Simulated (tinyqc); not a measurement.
# CMOS latch-up, two-transistor model: what changes with what

A parasitic pnp (emitter at Vdd, base shunted by Rw) and npn (emitter at ground, base shunted by Rs) feed each other: the npn collector current flows out of the pnp base node, the pnp collector current into the npn base node. Forward-active transistors with constant gains: Icn = Isn exp(Vn/Vt), Icp = Isp (exp(Vp/Vt) - 1). A current Ii is injected into the npn base node.

Values chosen for this exercise; values close to those of bulk CMOS:

| symbol | value | unit | meaning |
|---|---|---|---|
| T | 273 | K | temperature |
| bn | 20.5 |  | current gain of the npn |
| bp | 2.1 |  | current gain of the pnp |
| Isn | 8.5e-17 | A | saturation current of the npn at T |
| Isp | 8.1e-18 | A | saturation current of the pnp at T |
| Rs | 140 | ohm | substrate resistance shunting the npn |
| Rw | 420 | ohm | well resistance shunting the pnp |
| R2 | 130 | ohm | resistance from the pnp collector to the npn base |
| Von | 0.78 | V | base-emitter voltage in the on state |
| Vsat | 0.12 | V | saturation voltage |
| Vdd | 2.5 | V | supply voltage |

Constants: q = 1.602176634e-19 C, kB = 1.380649e-23 J/K, Vt = kB T/q. Results are converted to the units shown.

Each table varies one quantity; the others keep the values above.

## Effect of the current gain of the pnp

Node equations: Vp/Rw + Icp/bp = Icn and Vn/Rs + Icn/bn = Icp + Ii. Loop gain G = gn gp/[(1/Rw + gp/bp)(1/Rs + gn/bn)], gn = Icn/Vt, gp = (Icp + Isp)/Vt; the off state ends where G = 1, and Ii there is the trigger current. On state with both base-emitter voltages at Von: npn base current Ib = (Von/Rs + bp Von/Rw)/(bn bp - 1), holding current Ih = (bn + 1) Ib + Von/Rs, holding voltage Vh = Vsat + Von + R2 (Ib + Von/Rs).

Effect of the current gain of the pnp:
```
bp	Vn at trigger (V)	trigger current (mA)	Ih (mA)	Vh (V)
0.062	0.7684	5.428	456.7	4.352
0.13	0.7282	5.228	80.63	2.078
0.28	0.7199	5.205	33.20	1.791
0.59	0.7189	5.201	18.49	1.702
1.3	0.7186	5.199	12.27	1.665
2.7	0.7185	5.199	9.759	1.650
5.7	0.7184	5.198	8.570	1.642
12	0.7184	5.198	8.016	1.639
```

Read the table: what changes, and by how much?

As bp goes from 0.062 to 12, the trigger current falls from 5.43 to 5.20 mA, Ih falls from 457 to 8.02 mA and Vh falls from 4.35 to 1.64 V. Vh exceeds the supply Vdd = 2.5 V, which then cannot sustain a latched state, in 1 of the 8 rows. For bp = 0.029 the product of the gains is about one or less, so there is no latched state. For bp = 0.062, 0.13 the holding current passes 50 mA, where high injection lowers the gains.

## Effect of the resistance from the pnp collector to the npn base

Same model as above.

The same in every row: Vn at trigger (V) = 0.71850; trigger current (mA) = 5.1988; Ih (mA) = 10.414.

Effect of the resistance from the pnp collector to the npn base:
```
R2 (ohm)	Vh (V)
5	0.92898
14	0.98115
37	1.1145
100	1.4797
270	2.4651
740	5.1895
2000	12.493
```

What does the table show?

As R2 goes from 5 to 2000 ohm, the trigger current stays at 5.20 mA, Ih stays at 10.4 mA and Vh rises from 0.929 to 12.5 V. Vh exceeds the supply Vdd = 2.5 V, which then cannot sustain a latched state, in 2 of the 7 rows.

Program tinyqc, `OMP_NUM_THREADS=1 python tinyqc.py 2670051 2670052 out.jsonl`; Intel Xeon 2.30GHz, shared host, one thread, about 0.04 s.
